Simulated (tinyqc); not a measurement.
Cluster expansion of a binary alloy: correlations, fit, cross-validation and ground states: one step, computed by the program tinyqc. Command: `OMP_NUM_THREADS=1 python tinyqc.py 3005725 3005726 out.jsonl clex walk`. One thread of a shared host (Intel(R) Xeon(R) Processor @ 2.30GHz), about 0.07 s of CPU time with the checks.

s = +1 for A and -1 for B. Energy per site E = J0 + J1 P(point) + sum over clusters of m V P, with P the mean product of spins; V > 0 on a pair favours unlike neighbours. Clusters per site m: pair 1 2, pair 2 2, pair 3 2, triplet 4; the triplet is two first-neighbour bonds at a right angle. Formation energies are counted from the line between pure A and pure B, which removes J0 and J1.

Task: Formation energies. Exact: X V with V = (V1, V2, V3, Vt). The data to fit add the noise amplitude times the normal numbers, standing for what the clusters leave out.

Inputs (values chosen for the exercise, for a model alloy): first-pair interaction V1 = 32.3 meV; second-pair interaction V2 = -14 meV; third-pair interaction V3 = 4.8 meV; triplet interaction Vt = -3.5 meV; noise amplitude = 1.3 meV/site.

Lattice: square.

X, rows A, A3B p(2x2), A3B c(4x2), A2B diagonal rows, A2B rows, AB c(2x2), AB p(2x1), A2B2 rows, AB2 diagonal rows, AB2 rows, AB3 p(2x2), AB3 c(4x2), B, columns pair 1, pair 2, pair 3, triplet:
$$\begin{pmatrix}
0.000000 & 0.000000 & 0.000000 & 0.000000 \\
-2.000000 & -2.000000 & 0.000000 & -4.000000 \\
-2.000000 & -2.000000 & -1.000000 & -4.000000 \\
-2.666667 & -1.333333 & -2.666667 & -2.666667 \\
-1.333333 & -2.666667 & -1.333333 & 0.000000 \\
-4.000000 & 0.000000 & 0.000000 & 0.000000 \\
-2.000000 & -4.000000 & 0.000000 & 0.000000 \\
-1.000000 & -2.000000 & -2.000000 & 0.000000 \\
-2.666667 & -1.333333 & -2.666667 & 2.666667 \\
-1.333333 & -2.666667 & -1.333333 & 0.000000 \\
-2.000000 & -2.000000 & 0.000000 & 4.000000 \\
-2.000000 & -2.000000 & -1.000000 & 4.000000 \\
0.000000 & 0.000000 & 0.000000 & 0.000000
\end{pmatrix}$$

standard normal numbers for the noise (0 for the pure ends): A 0.000, A3B p(2x2) -0.021, A3B c(4x2) 1.704, A2B diagonal rows -0.238, A2B rows -1.309, AB c(2x2) 0.376, AB p(2x1) 0.178, A2B2 rows -0.759, AB2 diagonal rows 1.801, AB2 rows 0.845, AB3 p(2x2) -1.353, AB3 c(4x2) -1.409, B 0.000

Give: exact energies; data.

Result:

exact energies (meV/site): A 0.0, A3B p(2x2) -22.6, A3B c(4x2) -27.4, A2B diagonal rows -70.9, A2B rows -12.1, AB c(2x2) -129.2, AB p(2x1) -8.6, A2B2 rows -13.9, AB2 diagonal rows -89.6, AB2 rows -12.1, AB3 p(2x2) -50.6, AB3 c(4x2) -55.4, B 0.0

data (meV/site): A 0.0, A3B p(2x2) -22.6, A3B c(4x2) -25.2, A2B diagonal rows -71.2, A2B rows -13.8, AB c(2x2) -128.7, AB p(2x1) -8.4, A2B2 rows -14.9, AB2 diagonal rows -87.3, AB2 rows -11.0, AB3 p(2x2) -52.4, AB3 c(4x2) -57.2, B 0.0
